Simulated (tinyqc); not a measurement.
Inside a calculation. Model: critical temperature from a phonon spectrum: McMillan, Allen-Dynes and the linearised Eliashberg equation. Computed by tinyqc, a small Python program that keeps every step. Command: `OMP_NUM_THREADS=1 python tinyqc.py 3016899 3016900 out.jsonl eliashberg walk`. One thread of a shared host (Intel(R) Xeon(R) Processor @ 2.30GHz), about 0.01 s of CPU time with the checks. Intermediate numbers are printed to about 6 digits and carried at full precision; extremes and crossings named in words are read from the listed rows.

alpha^2 F(omega) = sum_i (lambda_i omega_i/2) delta(omega - omega_i), so that lambda = 2 int alpha^2 F/omega d omega = sum_i lambda_i.

Inputs (values chosen for the exercise, for a model metal): peak energy omega_1 = 14.8 meV; coupling lambda_1 = 1.06; peak energy omega_2 = 42.2 meV; coupling lambda_2 = 1.03; peak energy omega_3 = 49.8 meV; coupling lambda_3 = 0.699; Coulomb pseudopotential mu* = 0.15; trial temperature = 31.6 K; Matsubara points N in the small matrix = 4.

Peaks in alpha^2 F: three.

Constants: k_B = 8.617333262e-05 eV/K.

## Moments of the spectrum

omega_log = exp(sum lambda_i ln omega_i / lambda); omega_rms = sqrt(sum lambda_i omega_i^2 / lambda).

lambda = 2.789

omega_log = 29.5385 meV

omega_rms = 36.9120 meV

## McMillan and Allen-Dynes

McMillan form: k_B T_c = (omega_log/1.2) exp[-1.04 (1 + lambda)/(lambda - mu* (1 + 0.62 lambda))]. Allen-Dynes multiplies it by f1 f2: f1 = [1 + (lambda/L1)^(3/2)]^(1/3), L1 = 2.46 (1 + 3.8 mu*); f2 = 1 + (omega_rms/omega_log - 1) lambda^2/(lambda^2 + L2^2), L2 = 1.82 (1 + 6.3 mu*) omega_rms/omega_log.

T_c, McMillan form = 54.5331 K

f1 = 1.17292

f2 = 1.07100

T_c, Allen-Dynes = 68.5048 K

The two corrections raise T_c by 25.6 %. Caution: for lambda above about 1.5 the plain McMillan form saturates and falls short. Caution: a phonon-mediated T_c this high is known only in hydrides under high pressure.

## The small kernel at the trial temperature

Linearised Eliashberg equation at omega_n = (2n + 1) pi k_B T, n = 0..N-1: lambda(j) = sum_i lambda_i omega_i^2/(omega_i^2 + (2 pi j k_B T)^2); K_mn = lambda(m - n) + lambda(m + n + 1) - 2 mu*(N) - delta_mn [2m + 1 + lambda(0) + 2 sum_(j=1..m) lambda(j)], with 1/mu*(N) = 1/mu* + ln(omega_rms/omega_N), omega_N = (2N + 1) pi k_B T. T_c is where the largest eigenvalue rho of K is zero.

lambda(j), j = 0, 1, ...: [2.78900, 1.96347, 1.26326, 0.83571, 0.57308, 0.40931, 0.30363, 0.23273]

mu*(N) = 0.168592

K:
```
[[0.6263, 2.8895, 1.7618, 1.0716],
 [2.8895, -6.4284, 2.1994, 1.3354],
 [1.7618, 2.1994, -11.3813, 1.9299],
 [1.0716, 1.3354, 1.9299, -15.2293]]
```

## Largest eigenvalue of the small kernel

K is the kernel of the linearised Eliashberg equation on the Matsubara points omega_n = (2n + 1) pi k_B T; T_c is where its largest eigenvalue rho is zero. Diagonalise K; at rho = 0 the eigenvector c is the gap function Delta_n/omega_n up to a factor; away from it Delta_n/Delta_0 = (2n + 1) c_n/c_0 is only an estimate.

largest eigenvalue rho = 2.28213

Delta_n/Delta_0: [1.00000, 1.20713, 1.04978, 0.80513]

rho > 0: in this small matrix the trial temperature lies below T_c.

## Critical temperature from the full kernel

N is the smallest integer at or above 8 omega_max/(2 pi k_B T_AD), omega_max the highest peak and T_AD the Allen-Dynes value.

N used = 11

T_c, Eliashberg = 70.7468 K

k_B T_c/omega_log = 0.206391

Allen-Dynes/Eliashberg = 0.968309

McMillan/Eliashberg = 0.770820

## Scaling the whole coupling

All lambda_i are multiplied by s. The last column is the large-lambda limit for mu* = 0, k_B T_c = 0.1827 omega_rms sqrt(lambda).

T_c (K):
```
s    lambda  McMillan  Allen-Dynes  Eliashberg  large-lambda limit
0.6  1.6734   37.4131       41.948      40.492             101.235
0.8  2.2312   47.5263       56.374      56.753             116.897
1.0  2.7890   54.5331       68.505      70.747             130.694
1.3  3.6257   61.6800       84.199      88.510             149.015
1.7  4.7413   67.7692      102.271     108.147             170.405
2.3  6.4147   73.2811      125.469     132.774             198.208
3.2  8.9248   77.9118      154.552     162.823             233.793
```

McMillan/Eliashberg runs from 0.92 at lambda = 1.67 to 0.48 at 8.92: the exponential form levels off at large lambda, while the true T_c keeps rising (exponent 0.62 between the last rows, tending to 1/2). Allen-Dynes stays within about 6 % over the table. The last row reaches 70 % of the mu* = 0 limit; with mu* above zero T_c stays below that line at any lambda.

## Isotope exponent

T_c ~ M^(-a). All omega_i scale as M^(-1/2) at fixed lambda, but mu* = mu/(1 + mu ln(E_F/omega)) changes: d mu*/d ln omega = mu*^2. In the McMillan form a = (1/2) [1 - 1.04 (1 + lambda)(1 + 0.62 lambda) mu*^2/(lambda - mu* (1 + 0.62 lambda))^2].

isotope exponent a = 0.478634

The exponent is close to the BCS value 1/2.

Checks made by the program: one-point kernel at mu* = 0: rho = lambda(1) - 1 (relative difference below 1e-10); T_c against the Allen-Dynes fit (relative difference 3e-02).
